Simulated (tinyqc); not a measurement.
Worked calculation: ellipsoidal valleys in the axes of a wafer and a channel. Values are carried at full precision from step to step, so a last printed digit may differ when a step is redone from the rounded ones.

Valleys with axes a along [111], [1-1-1], [-11-1] and [-1-11], one whole valley each; inverse mass tensor w = 1/mt + (1/ml - 1/mt) a a. Device axes: z = nz/|nz|, x = nx/|nx|, y = z cross x; in them a = (ax, ay, az). Confinement mass mz = 1/w_zz. In the plane w_ij is replaced by u_ij = w_ij - w_iz w_jz/w_zz (i, j = x, y); density-of-states mass md = 1/sqrt(det u); conductivity mass along x mc = 1/u_xx; ballistic transport mass mx = u_yy/det u, width mass my = 1/u_yy.

Constants: hbar^2/2m0 = 3.80998211 eV angstrom^2; kB = 8.617333262e-05 eV/K.

Values chosen for the exercise (near those of the L valleys of Ge; not measured data):
- ml = 1.529 m0 (longitudinal mass)
- mt = 0.081 m0 (transverse mass)
- nz = (0, 0, 1) (surface normal (confinement))
- nx = (1, 0, 0) (channel direction)
- t = 5.3 nm (thickness of the film)
- T = 300 K (temperature)

## Device axes and valley axes

Give the rows x, y, z in cubic components and each valley axis in device components.

device axes:
```
    [100]   [010]   [001]
x  1.0000  0.0000  0.0000
y  0.0000  1.0000  0.0000
z  0.0000  0.0000  1.0000
```

valley axes:
```
               ax        ay        az
[111]     0.57735   0.57735   0.57735
[1-1-1]   0.57735  -0.57735  -0.57735
[-11-1]  -0.57735   0.57735  -0.57735
[-1-11]  -0.57735  -0.57735   0.57735
```

## Tensors of the valley [1-1-1]

Form w and the reduced tensor u.

w (1/m0):
```
        x        y        z
x  8.4485   3.8972   3.8972
y  3.8972   8.4485  -3.8972
z  3.8972  -3.8972   8.4485
```

u (1/m0):
```
        x       y
x  6.6507  5.6950
y  5.6950  6.6507
```

The axis is tilted against the normal, so w_xz or w_yz is not zero and the reduction changes the masses in the plane.

## Masses of all valleys

Give mz, md, mc, mx and my.

Masses (m0):
```
valley       mz      md      mc      mx      my
[111]    0.1184  0.2911  0.1504  0.5637  0.1504
[1-1-1]  0.1184  0.2911  0.1504  0.5637  0.1504
[-11-1]  0.1184  0.2911  0.1504  0.5637  0.1504
[-1-11]  0.1184  0.2911  0.1504  0.5637  0.1504
```

mz md^2 = ml mt^2 = 0.01003 for every valley, so a heavy confinement mass comes with a small density of states. On this face all axes make the same angle with the normal.

## Subbands and shares in a film

Hard walls: E_n = c (n pi/t)^2/mz, c = hbar^2/2m0, n = 1, 2, 3. Non-degenerate share of a valley proportional to md sum_n exp(-E_n/kT); mean 1/mc = sum of share/mc. 1 nm = 10 angstrom.

Give the ladders, the shares and the mean conductivity mass.

Subbands:
```
valley   E1 (meV)  E2 (meV)  E3 (meV)  share
[111]       113.1     452.4    1017.9  0.250
[1-1-1]     113.1     452.4    1017.9  0.250
[-11-1]     113.1     452.4    1017.9  0.250
[-1-11]     113.1     452.4    1017.9  0.250
```

mean mc = 0.1504 m0

The lowest ladder ([111], [1-1-1], [-11-1] and [-1-11]) holds 100 % of the electrons in these valleys: all valleys have the same mz and md on this face, though not always the same mc.

## Checks

- mz md^2 against ml mt^2: they agree to 1e-10 or better.
- mx my against md^2: they agree to 1e-10 or better.

Program tinyqc; command `OMP_NUM_THREADS=1 python tinyqc.py 1880804 1880805 out.jsonl`; about 0.01 s on one thread of a shared Intel(R) Xeon(R) Processor @ 2.30GHz.
